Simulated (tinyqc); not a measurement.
From results back to parameters: Fermi-Dirac statistics of conduction electrons. Two cases, with inputs chosen for the exercise.

Problem. At zero temperature k_F = (3 pi^2 n)^(1/3) and E_F (1 + alpha E_F) = c k_F^2/m, c = hbar^2/2m0, m the density-of-states mass. The Fermi energies at two densities were computed from hidden m and alpha.

Constants: hbar^2/2m0 = 3.80998211 eV angstrom^2.

Find: k_F at nA and nB; m; alpha.

Method. c k^2 (1/m) - E^2 alpha = E is linear in 1/m and alpha; two densities give two equations.

Case 1.

Values chosen (out of a larger set: near those of Ge, lowest valleys alone; not measured data): nA = 2e+20 1/cm^3; nB = 5e+20 1/cm^3.

E_F at nA = 0.200050 eV
E_F at nB = 0.340298 eV

Solution.

k_F at nA and nB (1/angstrom): 0.18092  0.24554

m = 0.550 m0
alpha = 0.67 1/eV

Case 2.

Values chosen (out of a larger set: near those of GaN, lowest valleys alone; not measured data): nA = 5e+19 1/cm^3; nB = 2e+20 1/cm^3.

E_F at nA = 0.233439 eV
E_F at nB = 0.555656 eV

Solution.

k_F at nA and nB (1/angstrom): 0.11397  0.18092

m = 0.203 m0
alpha = 0.19 1/eV

Computed by tinyqc, one run a case: `OMP_NUM_THREADS=1 python tinyqc.py N N+1 out.jsonl` with N = 1651375, 1651448; one thread of a shared Intel(R) Xeon(R) Processor @ 2.30GHz, about 0.01 s a run at most.
